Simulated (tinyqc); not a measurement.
Hueckel theory of the pi electrons, for the molecule c1ccc2ccccc2c1 (SMILES; centres numbered as the heavy atoms are written), step by step. One step of it, computed by the program tinyqc.

Problem. Orbitals. Diagonalise; E = alpha + x beta with beta < 0, so the largest x are filled first; degenerate levels share their electrons. P = sum n_i c_ri c_si; each orbital has its largest coefficient positive (the first on a tie).

Hueckel matrix in units of beta (H = alpha + beta A), order 1C, 2C, 3C, 4C, 5C, 6C, 7C, 8C, 9C, 10C:
```
[[0.000000, 1.000000, 0.000000, 0.000000, 0.000000, 0.000000, 0.000000, 0.000000, 0.000000, 1.000000],
 [1.000000, 0.000000, 1.000000, 0.000000, 0.000000, 0.000000, 0.000000, 0.000000, 0.000000, 0.000000],
 [0.000000, 1.000000, 0.000000, 1.000000, 0.000000, 0.000000, 0.000000, 0.000000, 0.000000, 0.000000],
 [0.000000, 0.000000, 1.000000, 0.000000, 1.000000, 0.000000, 0.000000, 0.000000, 1.000000, 0.000000],
 [0.000000, 0.000000, 0.000000, 1.000000, 0.000000, 1.000000, 0.000000, 0.000000, 0.000000, 0.000000],
 [0.000000, 0.000000, 0.000000, 0.000000, 1.000000, 0.000000, 1.000000, 0.000000, 0.000000, 0.000000],
 [0.000000, 0.000000, 0.000000, 0.000000, 0.000000, 1.000000, 0.000000, 1.000000, 0.000000, 0.000000],
 [0.000000, 0.000000, 0.000000, 0.000000, 0.000000, 0.000000, 1.000000, 0.000000, 1.000000, 0.000000],
 [0.000000, 0.000000, 0.000000, 1.000000, 0.000000, 0.000000, 0.000000, 1.000000, 0.000000, 1.000000],
 [1.000000, 0.000000, 0.000000, 0.000000, 0.000000, 0.000000, 0.000000, 0.000000, 1.000000, 0.000000]]
```

pi electrons, sum of z_r less the charge = 10

Give: x values; occupations; coefficients; charge and bond-order matrix P.

Solution.

x values: [2.303, 1.618, 1.303, 1.000, 0.618, -0.618, -1.000, -1.303, -1.618, -2.303]

occupations: [2.000, 2.000, 2.000, 2.000, 2.000, 0.000, 0.000, 0.000, 0.000, 0.000]

coefficients, order 1C, 2C, 3C, 4C, 5C, 6C, 7C, 8C, 9C, 10C:
```
[[0.231, 0.425, -0.174, 0.408, -0.263, -0.263, 0.408, -0.174, 0.425, -0.231],
 [0.231, 0.425, 0.174, 0.408, 0.263, -0.263, -0.408, -0.174, -0.425, 0.231],
 [0.301, 0.263, 0.400, 0.000, 0.425, 0.425, 0.000, 0.400, 0.263, -0.301],
 [0.461, 0.000, 0.347, -0.408, 0.000, 0.000, 0.408, -0.347, 0.000, 0.461],
 [0.301, -0.263, 0.400, 0.000, -0.425, -0.425, 0.000, 0.400, -0.263, -0.301],
 [0.231, -0.425, 0.174, 0.408, -0.263, 0.263, -0.408, -0.174, 0.425, 0.231],
 [0.231, -0.425, -0.174, 0.408, 0.263, 0.263, 0.408, -0.174, -0.425, -0.231],
 [0.301, -0.263, -0.400, 0.000, 0.425, -0.425, 0.000, 0.400, 0.263, 0.301],
 [0.461, 0.000, -0.347, -0.408, 0.000, 0.000, -0.408, -0.347, 0.000, -0.461],
 [0.301, 0.263, -0.400, 0.000, -0.425, 0.425, 0.000, 0.400, -0.263, 0.301]]
```

charge and bond-order matrix P, order 1C, 2C, 3C, 4C, 5C, 6C, 7C, 8C, 9C, 10C:
```
[[1.000, 0.603, 0.000, -0.241, 0.000, 0.156, 0.000, -0.170, 0.000, 0.725],
 [0.603, 1.000, 0.725, 0.000, -0.170, 0.000, 0.156, 0.000, -0.241, 0.000],
 [0.000, 0.725, 1.000, 0.555, 0.000, -0.170, 0.000, 0.085, 0.000, -0.362],
 [-0.241, 0.000, 0.555, 1.000, 0.555, 0.000, -0.241, 0.000, 0.518, 0.000],
 [0.000, -0.170, 0.000, 0.555, 1.000, 0.725, 0.000, -0.362, 0.000, 0.085],
 [0.156, 0.000, -0.170, 0.000, 0.725, 1.000, 0.603, 0.000, -0.241, 0.000],
 [0.000, 0.156, 0.000, -0.241, 0.000, 0.603, 1.000, 0.725, 0.000, -0.170],
 [-0.170, 0.000, 0.085, 0.000, -0.362, 0.000, 0.725, 1.000, 0.555, 0.000],
 [0.000, -0.241, 0.000, 0.518, 0.000, -0.241, 0.000, 0.555, 1.000, 0.555],
 [0.725, 0.000, -0.362, 0.000, 0.085, 0.000, -0.170, 0.000, 0.555, 1.000]]
```
